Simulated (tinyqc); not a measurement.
Strain along [001]: shallow donor in effective-mass theory, with valley-orbit splitting.

Basis: the 1s envelopes of the valleys +x, -x, +y, -y, +z, -z. Diagonal E0 - D0, element -D2 between opposite valleys and -D1 between perpendicular ones. Strain along [001] adds 2 Ds/3 to the z valleys and -Ds/3 to the others.

Parameters, chosen for this exercise (near those of a group-V donor in Si; not measured data): E0 = -33 meV (single-valley level); D0 = 6.7 meV (central-cell shift); D1 = 6.75 meV (coupling of perpendicular valleys); D2 = 5.77 meV (coupling of opposite valleys).

Ground level, gap to the next level, weight in the z valleys and contact density (sum of amplitudes)^2/6.

Results:

| Ds (meV) | ground (meV) | gap (meV) | z weight | contact density | ground less band edge (meV) |
|---|---|---|---|---|---|
| -120 | -128.79 | 14.86 | 0.971 | 0.502 | -48.79 |
| -40 | -82.13 | 21.53 | 0.785 | 0.792 | -55.46 |
| -15 | -73.83 | 29.90 | 0.520 | 0.964 | -63.83 |
| -5 | -72.61 | 35.35 | 0.391 | 0.996 | -69.28 |
| 0 | -72.47 | 38.54 | 0.333 | 1.000 | -72.47 |
| 5 | -72.60 | 37.00 | 0.282 | 0.997 | -70.93 |
| 15 | -73.54 | 34.61 | 0.201 | 0.977 | -68.54 |
| 40 | -78.42 | 31.15 | 0.093 | 0.910 | -65.08 |
| 120 | -101.65 | 27.72 | 0.019 | 0.790 | -61.65 |

The scale is the A1-E splitting 6 D1 = 40.5 meV. The contact density is largest without strain and falls to 0.502 and 0.790 at the ends, towards 1/3 (two valleys) and 2/3 (four valleys). The binding below the lowest band edge drops from 72.5 meV to 48.8 meV when the two z valleys are lowest and to 61.6 meV when the four others are, since fewer valleys share the coupling.

Computed by tinyqc, a small Python program: `OMP_NUM_THREADS=1 python tinyqc.py 1281774 1281775 out.jsonl` (the numbers bound the seed that draws the inputs); one thread of a shared host (Intel(R) Xeon(R) Processor @ 2.30GHz), about 0.01 s for the whole set of steps.
